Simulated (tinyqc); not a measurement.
Small-signal admittance of a forward-biased p+-n diode: two steps of the calculation.

Holes injected into a neutral base of width wb with an ohmic contact at its end; low injection, p0 far above the equilibrium density. A small voltage v exp(i w t), w = 2 pi f, modulates the edge density by p0 v/Vt, and the small-signal density obeys Dp d2p/dx2 = (1/tau + i w) p.

Parameters, values chosen for the exercise; permittivity close to that of gallium arsenide: temperature T = 275 K; relative permittivity eps_r = 12.9; donor density of the base Nd = 5.5e16 cm^-3; hole diffusion coefficient Dp = 8 cm^2/s; hole lifetime tau = 5e-8 s; width of the neutral base wb = 7.6 um; excess hole density at the junction edge p0 = 1e14 cm^-3; acceptor density of the p+ side Na = 6e19 cm^-3; signal frequency f = 3.6e6 Hz.

Constants: q = 1.602176634e-19 C, kB = 1.380649e-23 J/K, Vt = kB T/q, eps0 = 8.8541878128e-14 F/cm where lengths are in cm. Results are converted to the units shown.

Question 1. Closed-form admittance. L = sqrt(Dp tau); direct current J = (q Dp p0/L) coth(wb/L); k = sqrt(1 + i w tau)/L; diffusion admittance Y = (q Dp p0/Vt) k coth(k wb) = G + i w C_diff; junction capacitance C_j = sqrt(q eps0 eps_r Nd/(2 Vr)) in the depletion approximation, with the remaining barrier Vr = Vt ln(Na/p0), a rough value under forward bias; base-width modulation is left out.

Find: L; J; k wb; Y; C_diff; C_j.

Answer 1.

L = 6.3246 um
J = 0.24295 A/cm^2
k wb = 1.3461+0.6066i
Y = 10.535+3.220i S/cm^2
C_diff = 0.14234 uF/cm^2
C_j = 0.12634 uF/cm^2

G is 1.03 times its low-frequency value J/Vt, and C_diff is 1.13 times C_j.

Question 2. The same by finite differences. 6 equal intervals, h = wb/6; u = small-signal density over its edge value, u_0 = 1, u_6 = 0; u_(i-1) + b u_i + u_(i+1) = 0 with b = -2 - h^2 (1/tau + i w)/Dp; Y = (q Dp p0/(Vt h)) (-b/2 - u_1), which includes the half box at the edge.

Wanted: b; u; Y on the mesh.

Answer 2.

b = -2.040-0.045i
u, node 1 to 5: [0.7723-0.0546i, 0.5780-0.0763i, 0.4104-0.0749i, 0.2626-0.0578i, 0.1280-0.0312i]
Y on the mesh = 10.58+3.30i S/cm^2

Program tinyqc, `OMP_NUM_THREADS=1 python tinyqc.py 2890196 2890197 out.jsonl`; Intel Xeon 2.30GHz, shared host, one thread, about 0.01 s.
